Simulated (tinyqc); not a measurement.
# Surface potential of a MOS transistor: implicit equation and explicit approximations: two studies

p-type body, charge-sheet picture, depletion and inversion only, full ionisation (an idealisation for deep acceptors), Boltzmann statistics (rough once Na exp(x - xn) passes about Nc/7). In units of Vt: xg = (Vg - Vfb)/Vt, x = psi/Vt, G = gamma/sqrt(Vt), xn = (2 phiF + Vc)/Vt. The implicit equation is (xg - x)^2 = G^2 [x - 1 + exp(x - xn)] for x above about 3. Cox = eps0 eox/tox.

Parameters, values chosen for the exercise; band and dielectric values those of a made-up semiconductor: temperature T = 400 K; band gap Eg = 0.875 eV; relative permittivity eps_r = 9.94; conduction-band density of states at T Nc = 5.33e19 cm^-3; valence-band density of states at T Nv = 4.74e19 cm^-3; relative permittivity of the gate insulator (close to silicon dioxide) eox = 3.9; insulator thickness tox = 10 nm; acceptor density Na = 1.4e18 cm^-3; flat-band voltage Vfb = -0.48 V; channel-body voltage Vc = 1 V; gate-body voltage Vg = 3.9 V.

Constants: q = 1.602176634e-19 C, kB = 1.380649e-23 J/K, Vt = kB T/q, eps0 = 8.8541878128e-14 F/cm where lengths are in cm. Results are converted to the units shown.

Each table varies one quantity; the others keep the values above.

## Accuracy of the approximations against gate voltage

ni = sqrt(Nc Nv) exp(-Eg/(2 Vt)), Eg in volts; phiF = Vt ln(Na/ni); gamma = sqrt(2 q eps0 eps_r Na)/Cox; VT = Vfb + Vt (xn + G sqrt(xn - 1)). Depletion value a = 1 + [sqrt(G^2/4 + xg - 1) - G/2]^2; inversion value b = xn + ln[(xg - xn)^2/G^2 - xn + 1] and first guess y = min(a, b) - ln(1 + exp(-|a - b|)) if a > xn + 1, else b = y = a; one second-order correction with D = exp(y - xn), p = 2 (xg - y) + G^2 (1 + D), w = (xg - y)^2 - G^2 (y - 1 + D): z = y + 2 w/(p + sqrt(p^2 - 2 (2 - G^2 D) w)), or the Newton step z = y + w/p where the root is not real. N_inv = (Cox Vt G/q) [sqrt(x - 1 + exp(x - xn)) - sqrt(x - 1)] at the root. Lambert form (Cox m Vt/q) W0[(G/(2 m sqrt(xn - 1))) exp((Vg - VT)/(m Vt))], m = 1 + G/(2 sqrt(xn - 1)). Errors under 1e-4 mV, and the linear form below VT, are printed as 0.

Result of one run:
```
Vg (V)  psi (V)  x - xn  error of y (mV)  error of z (mV)  N_inv (cm^-2)  Cox (Vg - VT)/q (cm^-2)  Lambert form (cm^-2)
4.05      1.730   2.969             11.9           -0.294       9.263e11                 1.303e12              9.374e11
```

What becomes of these results when the gate-body voltage Vg is changed from 4.05 to 3.65 V, all else the same?

Result of the changed run:
```
Vg (V)  psi (V)  x - xn  error of y (mV)  error of z (mV)  N_inv (cm^-2)  Cox (Vg - VT)/q (cm^-2)  Lambert form (cm^-2)
3.65      1.682   1.554             12.5           -0.252       2.432e11                 4.412e11              2.462e11
```

The whole series:
```
Vg (V)  psi (V)   x - xn  error of y (mV)  error of z (mV)  N_inv (cm^-2)  Cox (Vg - VT)/q (cm^-2)  Lambert form (cm^-2)
3.05      1.402   -6.560           0.0214                0        8.182e7                        0               6.824e7
3.25      1.515   -3.284            0.553                0        2.082e9                        0               1.959e9
3.45      1.620  -0.2471             11.3          -0.0640       4.176e10                 1.016e10              4.180e10
3.65      1.682    1.554             12.5           -0.252       2.432e11                 4.412e11              2.462e11
3.85      1.712    2.432             14.7           -0.558       5.630e11                 8.723e11              5.699e11
4.05      1.730    2.969             11.9           -0.294       9.263e11                 1.303e12              9.374e11
4.25      1.744    3.352             9.91           -0.162       1.309e12                 1.734e12              1.324e12
4.45      1.754    3.651             8.52           -0.101       1.702e12                 2.165e12              1.722e12
4.65      1.762    3.897             7.51          -0.0677       2.103e12                 2.596e12              2.126e12
```

psi rises from 1.40 to 1.76 V and ends 3.9 Vt above 2 phiF + Vc. Among the rows the first guess is off by at most 15 mV (at Vg = 3.85 V) and the corrected value by at most 0.56 mV. In the last row the linear form is 23 % above N_inv and the Lambert form 1.1 % above it; in the first row the Lambert form is 17 % below it. For Vg = 3.85, 4.05, 4.25, 4.45, 4.65 the electron quasi-Fermi level lies less than 2 Vt below the band edge at the surface, or above it, where degeneracy and confinement, left out, matter.

## Effect of the acceptor density at fixed gate voltage

Same model as above.

Vfb is held fixed.

Effect of the acceptor density at fixed gate voltage:
```
Na (cm^-3)  psi (V)  x - xn  error of y (mV)  error of z (mV)  N_inv (cm^-2)  Cox (Vg - VT)/q (cm^-2)  Lambert form (cm^-2)
4.7e16        1.654   7.545             6.54          -0.0450       4.960e12                 5.597e12              5.074e12
9.1e16        1.676   6.844             6.24          -0.0388       4.548e12                 5.152e12              4.640e12
1.8e17        1.697   6.092             6.12          -0.0362       3.970e12                 4.541e12              4.041e12
3.5e17        1.715   5.299             6.37          -0.0409       3.201e12                 3.737e12              3.251e12
6.7e17        1.728   4.377             7.53          -0.0689       2.184e12                 2.671e12              2.214e12
1.3e18        1.722   2.874             12.7           -0.359       8.191e11                 1.179e12              8.292e11
2.6e18        1.440  -6.695           0.0218                0        9.607e7                        0               7.857e7
5e18          1.000  -20.76                0                0          125.4                        0                 18.63
```

What does the comparison show?

As Na goes from 4.7e16 to 5e18, psi goes from 1.65 through a maximum of 1.73 (at Na = 6.7e17 among the rows listed) to 1.00 V, x - xn falls from 7.55 to -20.8 and N_inv falls from 4.96e12 to 125 cm^-2. The Lambert form lies between 0.149 and 1.02 times N_inv. For Na = 4.7e16, 9.1e16, 1.8e17, 3.5e17, 6.7e17, 1.3e18 the electron quasi-Fermi level lies less than 2 Vt below the band edge at the surface, or above it, where degeneracy and confinement, left out, matter.

tinyqc, about 0.01 s, one thread, Intel Xeon 2.30GHz (shared host): `OMP_NUM_THREADS=1 python tinyqc.py 2122242 2122243 out.jsonl`
